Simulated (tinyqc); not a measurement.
## Random telegraph noise from one oxide trap in a small MOSFET: time constants and noise against gate voltage

An acceptor-like trap exchanges electrons with the channel. Inversion charge Q = Cox u, u = n Vt W0(exp((Vg - VT)/(n Vt))), W0 the Lambert function, n = nf, Cox = eps0 eox/tox; linear regime Id = (W/L) mu Q Vd. Relative to threshold the surface potential rises by Vt ln(u/u0) and the oxide voltage by the rest of Vg - VT, with u0 = n Vt W0(1).

N = Cox u/q; dpsi = Vt ln(u/u0); E = E0 - dpsi - (xt/tox)(Vg - VT - dpsi); capture time tc = 1/[(N/zi) vth s0 exp(-xt/lt - EB/Vt)]; emission time te = tc exp(-E/Vt); occupancy te/(tc + te). A = W L; threshold step dV = q (1 - xt/tox)/(Cox A); gm/Id = 1/(u + n Vt); relative step dI/I = (gm/Id) dV + asc mu/A. fc = (1/tc + 1/te)/(2 pi); rms = (dI/I) sqrt(tc te)/(tc + te).

Parameters, values chosen for the exercise; values of the order met in silicon transistors:
```
symbol  value        unit                                                                 meaning
T         250           K                                                             temperature
eox      24.9              relative permittivity of the gate insulator (close to zirconium oxide)
tox       5.7          nm                                                     insulator thickness
xt        1.3          nm                            depth of the trap from the channel interface
E0      -0.04          eV                   trap level above the channel Fermi level at threshold
s0      9e-16        cm^2                                                       capture prefactor
EB       0.28          eV                                    capture barrier (lattice relaxation)
lt       0.13          nm                                                 tunnelling decay length
vth     1.1e7        cm/s                                                        thermal velocity
zi        2.1          nm                                        thickness of the inversion layer
VT        0.2           V                                                       threshold voltage
nf       1.24                                                                         body factor
W         300          nm                                                              gate width
L         140          nm                                                             gate length
mu        220  cm^2/(V s)                                                                mobility
asc         0         V s                              scattering coefficient of the charged trap
Vd       0.02           V                                                           drain voltage
```

Constants: q = 1.602176634e-19 C, kB = 1.380649e-23 J/K, Vt = kB T/q, eps0 = 8.8541878128e-14 F/cm where lengths are in cm. Results are converted to the units shown.

Result of one run:
```
Vg (V)   E (eV)   tc (s)  te (s)  occupancy  dI/I (%)  fc (Hz)  rms dI/I (%)
0.38    -0.1176  0.06257   14.69     0.9958   0.04666    2.554      0.003032
```

What becomes of these results when the gate voltage Vg is changed from 0.38 to 0.26 V, all else the same?

Result of the changed run:
```
Vg (V)    E (eV)  tc (s)  te (s)  occupancy  dI/I (%)  fc (Hz)  rms dI/I (%)
0.26    -0.07203  0.1869   5.294     0.9659    0.1052   0.8815       0.01909
```

The whole series:
```
Vg (V)    E (eV)   tc (s)  te (s)  occupancy  dI/I (%)  fc (Hz)  rms dI/I (%)
-0.1      0.2057  2.409e4   1.714   7.117e-5    0.2850  0.09284      0.002404
-0.04     0.1547     2549   1.939   7.600e-4    0.2850  0.08215      0.007852
0.02      0.1037    270.0   2.193   0.008055    0.2847  0.07317       0.02545
0.08     0.05282    28.86   2.485    0.07929    0.2819  0.06955       0.07616
0.14    0.003203    3.325   2.866     0.4629    0.2600   0.1034        0.1296
0.2     -0.04000   0.5635   3.608     0.8649    0.1819   0.3266       0.06216
0.26    -0.07203   0.1869   5.294     0.9659    0.1052   0.8815       0.01909
0.32    -0.09665  0.09688   8.602     0.9889   0.06630    1.661      0.006958
0.38     -0.1176  0.06257   14.69     0.9958   0.04666    2.554      0.003032
```

tc falls from 24100 to 0.0626 s as the channel fills and te rises from 1.71 to 14.7 s; they are equal at Vg = 0.144 V, where E = 0. The rms noise goes from 0.00240 through a maximum of 0.130 (at Vg = 0.14 V among the rows listed) to 0.00303 %. The slope -Vt d ln(tc/te)/dVg is 0.851 between the first two rows and 0.349 between the last two; it tends to xt/tox = 0.228 only when the surface potential stops moving.

Range of the model: VT is taken as given; short-channel effects and the uneven flow of current among few electrons are left out.

tinyqc, about 0.01 s, one thread, Intel Xeon 2.30GHz (shared host): `OMP_NUM_THREADS=1 python tinyqc.py 2710001 2710002 out.jsonl`
